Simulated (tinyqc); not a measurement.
From results back to parameters: sp3s* tight binding. Five cases, with inputs chosen for the exercise.

Problem. For a crystal of one element and without spin-orbit coupling the levels at Gamma are Es -/+ |Vss| and Ep -/+ Vxx, and the upper valence level at X is Ep - Vxy. The levels below come from hidden parameters.

Case 1.

s levels at Gamma (eV): -12.4860  4.0880

p levels at Gamma (eV): 0.0030  3.4330

upper valence level at X = -2.8560 eV

Case 2.

s levels at Gamma (eV): -12.4870  4.0510

p levels at Gamma (eV): -0.0140  3.4220

upper valence level at X = -2.8620 eV

Case 3.

s levels at Gamma (eV): -12.5170  4.1710

p levels at Gamma (eV): 0.0080  3.4260

upper valence level at X = -2.8780 eV

Case 4.

s levels at Gamma (eV): -27.2780  18.2020

p levels at Gamma (eV): -0.0040  7.6840

upper valence level at X = -7.8020 eV

Case 5.

s levels at Gamma (eV): -12.6590  0.9010

p levels at Gamma (eV): 0.0010  3.2170

upper valence level at X = -3.2850 eV

Find: Es, |Vss|, Ep, Vxx, Vxy.

Solution. Means give the levels and half the splittings give the couplings; Vxy = Ep - E(X).

Case 1.

Es, |Vss|, Ep, Vxx, Vxy (eV): -4.199  8.287  1.718  1.715  4.574

Case 2.

Es, |Vss|, Ep, Vxx, Vxy (eV): -4.218  8.269  1.704  1.718  4.566

Case 3.

Es, |Vss|, Ep, Vxx, Vxy (eV): -4.173  8.344  1.717  1.709  4.595

Case 4.

Es, |Vss|, Ep, Vxx, Vxy (eV): -4.538  22.740  3.840  3.844  11.642

Case 5.

Es, |Vss|, Ep, Vxx, Vxy (eV): -5.879  6.780  1.609  1.608  4.894

Computed by tinyqc, one run a case: `OMP_NUM_THREADS=1 python tinyqc.py N N+1 out.jsonl` with N = 1452287, 1452311, 1452375, 1452401, 1452445; one thread of a shared Intel(R) Xeon(R) Processor @ 2.30GHz, about 0.2 s a run at most.
